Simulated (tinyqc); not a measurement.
## Inductance and parasitic capacitance from two readings

Question. A loss-free coil L in parallel with C shows the apparent inductance L/(1 - w^2 L C), w = 2 pi f. Find L, C and the self-resonance 1/(2 pi sqrt(L C)).

apparent inductance at 9.9 and 20 GHz (nH): 1.0948855  2.0655081

Answer. The inverse of the reading is 1/L - w^2 C, a straight line in w^2.

L = 0.9500 nH
C = 36.00 fF
self-resonance = 27.21 GHz

Numbers from tinyqc (`OMP_NUM_THREADS=1 python tinyqc.py 2302024 2302025 out.jsonl`; about 0.01 s on one thread of a shared Intel Xeon 2.30GHz).
